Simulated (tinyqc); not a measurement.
Worked calculation: five-level k.p model folded onto the conduction band. Values are carried at full precision from step to step, so a last printed digit may differ when a step is redone from the rounded ones.

Second-order sums for the lowest conduction level at E: 1/m = 1 + Cm + (Ep/3)(2/E + 1/(E + Dso)) - (Ep2/3)(2/(E7 + D2 - E) + 1/(E7 - E)); g/2 = 1 + Cg - (Ep/3)(1/E - 1/(E + Dso)) - (Ep2/3)(1/(E7 - E) - 1/(E7 + D2 - E)). E is counted from the top of the valence band; E = Eg at the edge.

Constants: hbar^2/2m0 = 3.80998211 eV angstrom^2.

Parameters, chosen for this exercise (near those of GaAs; not measured data):
- Eg = 1.509 eV (gap at Gamma to the s-like level)
- Dso = 0.34 eV (spin-orbit splitting)
- Ep = 25.8 eV (Kane energy)
- E7 = 4.48 eV (upper Gamma7 conduction level, from the valence top)
- D2 = 0.17 eV (its spin-orbit splitting, Gamma8 above Gamma7)
- Ep2 = 1.4 eV (Kane energy to the upper levels)
- Cm = -1.7 (remote term in 1/m)
- Cg = 0 (remote term in g/2)
- k = 0.062 1/angstrom (wave vector along z)

## Mass and g factor term by term

Evaluate at E = Eg.

Terms:

| level | part of 1/m | part of g |
|---|---|---|
| free + remote | -0.7000 | 2.0000 |
| Gamma8 valence | 11.3983 | -11.3983 |
| Gamma7 valence | 4.6512 | 9.3023 |
| Gamma8 upper | -0.2971 | 0.2971 |
| Gamma7 upper | -0.1571 | -0.3141 |

m = 0.0671 m0
g = -0.113

The valence levels give 16.05 to 1/m and the upper levels take 0.45 away. In g the two valence terms nearly cancel when Dso is small against Eg; here Dso/Eg = 0.23 and they leave -2.096, the upper pair -0.017. This nearly cancels the free value 2, so 5 % in Ep moves g by about 0.1.

## The matrix at one k

For k along z and one spin sector the level c couples to four states. With c0 = hbar^2/2m0, P = sqrt(Ep c0), P2 = sqrt(Ep2 c0): diagonal Eg + (1 + Cm) c0 k^2 for c, and 0, -Dso, E7 + D2, E7 for lh, so, G8 up, G7 up (their own dispersion is left out); couplings of c: sqrt(2/3) P k to lh, sqrt(1/3) P k to so, sqrt(2/3) P2 k to G8 up, sqrt(1/3) P2 k to G7 up (phases chosen real).

Fill in the matrix.

H (eV):
```
             c       lh        so    G8 up    G7 up
c      1.49875  0.50190   0.35490  0.11692  0.08267
lh     0.50190        0         0        0        0
so     0.35490        0  -0.34000        0        0
G8 up  0.11692        0         0  4.65000        0
G7 up  0.08267        0         0        0  4.48000
```

## Exact folding onto c

Solve E = H_cc + S(E), S(E) = sum_j H_cj^2/(E - H_jj), from E = H_cc, by plain substitution and by Newton steps on E - H_cc - S(E). The weight of c in the state is Z = 1/(1 - dS/dE). The exact level is the third eigenvalue of H from below.

Iterates (eV):

| step | substitution | Newton |
|---|---|---|
| 0 | 1.49875 | 1.49875 |
| 1 | 1.72869 | 1.69843 |
| 2 | 1.69819 | 1.70141 |
| 3 | 1.70179 | 1.70141 |
| 4 | 1.70136 | 1.70141 |
| 5 | 1.70141 | 1.70141 |
| 6 | 1.70141 | 1.70141 |
| 7 | 1.70141 | 1.70141 |

exact level = 1.70141 eV
Z = 0.8931

Substitution multiplies the error by about dS/dE = 1 - 1/Z = -0.120 a step, so it alternates; after 7 steps it is off by 7.9e-08 eV, while Newton is within 1e-5 eV from step 2 on.

## Loewdin series

Expanding E = H_cc + S(E) about Eg in powers of k^2, with s_n = sum_j H_cj^2/(Eg - H_jj)^n: order k^2: e2 = (1 + Cm) c0 k^2 + s1; order k^4: e4 = -s2 e2; order k^6: e6 = s3 e2^2 + s2^2 e2.

Give each order and the partial sums, counted from Eg.

s1 (eV), s2 (no unit), s3 (1/eV); (1 + Cm) c0 k^2 is H_cc - Eg: 0.22840  0.14963  0.09253

e2, e4, e6 (eV): 0.21815  -0.03264  0.00929

partial sums (eV): 0.21815  0.18551  0.19480

The exact value is 0.19241 eV; the errors of the partial sums are +25.74, -6.90 and +2.39 meV.

## Checks

- Curvature of the exact level at small k against the sum for 1/m: both 14.895.

tinyqc: `OMP_NUM_THREADS=1 python tinyqc.py 1050420 1050421 out.jsonl`; about 0.01 s, one thread, shared Intel(R) Xeon(R) Processor @ 2.30GHz.
